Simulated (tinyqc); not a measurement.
Model-solid line-up of a strained alloy layer on a substrate, step by step. Values are carried at full precision from step to step, so a last printed digit may differ when a step is redone from the rounded ones.

All values of the alloy are linear in x but the gap, Eg(x) = (1 - x) Eg_A + x Eg_B - C x (1 - x), and the valence edge, Ev(x) = (1 - x) Ev_A + x Ev_B + fv C x (1 - x); Ec = Ev + Eg. Ev is the top of the unstrained valence band on a scale common to all materials. In the layer only the Gamma valley of the conduction band is followed, also where an X or L valley would lie lower.

Inputs chosen for the exercise (A near AlAs, B near GaAs, substrate near Ge; shifted at random, so the results belong to these values and not to a real crystal): a = (5.664, 5.651) angstrom (lattice constant of A, B); Eg = (3.092, 1.505) eV (gap at Gamma to the s-like level of A, B); Dso = (0.278, 0.341) eV (spin-orbit splitting of A, B); Ev = (-1.32, -0.8) eV (top of the unstrained valence band of A, B); ac = (-5.64, -7.26) eV (conduction deformation potential of A, B); av = (2.44, 1.16) eV (valence hydrostatic potential of A, B); b = (-2.31, -1.98) eV (tetragonal shear potential of A, B); d = (-3.38, -4.76) eV (trigonal shear potential of A, B); C11 = (125.1, 121.3) GPa (of A, B); C12 = (53.3, 56.5) GPa (of A, B); C44 = (54.3, 59.3) GPa (of A, B); C = 0.403 eV (bowing of the gap); fv = 0 (share of the bowing taken by the valence edge); x = 0.86 (fraction of B); a_s = 5.665 angstrom (substrate); face = 111 (growth face); Eg_s = 0.741 eV (lowest gap of the substrate); Ev_s = -0.35 eV (substrate valence edge); e14 = -0.162 C/m^2 (piezoelectric constant of the layer); eps = 14.3 (dielectric constant); Lw = 10 nm (thickness of the layer).

## Values of the alloy

Interpolate.

Alloy at x (a in angstrom, C11, C12, C44 in GPa, all else in eV):
```
symbol     value
a         5.6528
Eg        1.6787
Dso       0.3322
Ev       -0.8728
ac       -7.0332
av        1.3392
b        -2.0262
d        -4.5668
C11     121.8320
C12      56.0520
C44      58.6000
```

## Strain on the (111) substrate

Coherent growth on a (111) face: e_par = (a_s - a)/a, e_perp = -(2 C11 + 4 C12 - 4 C44)/(C11 + 2 C12 + 4 C44) e_par; exx = eyy = ezz = (2 e_par + e_perp)/3 and exy = eyz = ezx = (e_perp - e_par)/3.

Use the values of the alloy.

e_par = 0.002155
e_perp = -0.001074

strain tensor in the cubic axes, rows x, y, z and columns alike:
```
[[0.001078, -0.001076, -0.001076],
 [-0.001076, 0.001078, -0.001076],
 [-0.001076, -0.001076, 0.001078]]
```

The layer is under tension in the plane; its volume changes by +0.324 %.

## Strained band edges

Strained edges: Ec + ac tr(e); the valence edges are Ev plus the levels of the 6 x 6 matrix of X, Y, Z times spin with -Dso/3 + l exx + m (eyy + ezz) on the diagonal (cyclic), n exy off it, l = av + 2 b, m = av - b, n = sqrt(3) d. Spin-orbit term (Dso/3) L.sigma on X, Y, Z with (L_k)_ij = -i epsilon_kij: <X+|H|Y+> = -i Dso/3, <X+|H|Z-> = Dso/3, <Y+|H|Z-> = -i Dso/3, <Z+|H|X-> = -Dso/3, <Z+|H|Y-> = i Dso/3, <X-|H|Y-> = i Dso/3, and their conjugates; + and - are the spin along z.

Give the hydrostatic shifts, the strain block and the edges.

ac tr(e), av tr(e) (eV): [-0.0228, 0.0043]

strain block (eV), rows X, Y, Z and columns alike:
```
[[0.0043, 0.0085, 0.0085],
 [0.0085, 0.0043, 0.0085],
 [0.0085, 0.0085, 0.0043]]
```

Ec and the three valence edges from the top (eV): [0.7831, -0.8595, -0.8770, -1.2011]

strained gap = 1.6426 eV

Strain moves the gap by -36 meV: -27 meV from the volume and -9 meV from the splitting of the valence edge, which always raises the top.

## Offsets against the substrate material

dEc = Ec(substrate) - Ec(layer), dEv = Ev(layer) - Ev(substrate); positive values confine the carrier in the layer. Type I: both of one sign; type II: opposite signs; type III: the gaps do not overlap.

Give also the smallest gap across the interface, min Ec - max Ev.

dEc = -0.3921 eV
dEv = -0.5095 eV

type: I

smallest gap = 0.7410 eV

Both carriers collect in the substrate material; the conduction band takes 43 % of the gap difference. Where the alloy is indirect its X or L edge, left out, lies lower and changes dEc.

## Piezoelectric polarisation

P_x = 2 e14 eyz and cyclic. The field along the normal n of the (111) face is -P.n/(eps eps0) in a layer between thick unstrained barriers, eps0 = 8.8541878e-12 F/m; 1 kV/cm = 1e5 V/m.

P (C/m^2): [0.000349, 0.000349, 0.000349]

P.n = 0.000604 C/m^2
field along n = -47.7 kV/cm
potential drop across the layer = 47.7 mV

The drop of 48 meV tilts both band edges, pulls electrons and holes to opposite faces and lowers the transition; a (001) layer has no shear and no such field.

Run: tinyqc, `OMP_NUM_THREADS=1 python tinyqc.py 1051084 1051085 out.jsonl`; Intel(R) Xeon(R) Processor @ 2.30GHz, one thread, shared host; about 0.03 s of CPU time with all checks.
